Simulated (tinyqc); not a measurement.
# Via and link resistance from two via chains

Question. A chain of 1000 vias joined by 1000 metal links has R = 1000 (Rv + Rlink), with Rlink proportional to the link length. Find Rv, Rlink for length L, and the value of Rv that the short chain would give if the links were ignored.

resistance of chains of 1000 links with link lengths L and 3 L (ohm): [33100, 41300]

Answer. R per link is a straight line in the link length; its intercept at zero length is Rv.

Rv = 29.0 ohm
Rlink = 4.10 ohm
Rv without correction = 33.1 ohm

Numbers from tinyqc (`OMP_NUM_THREADS=1 python tinyqc.py 2750026 2750027 out.jsonl`; about 0.01 s on one thread of a shared Intel Xeon 2.30GHz).
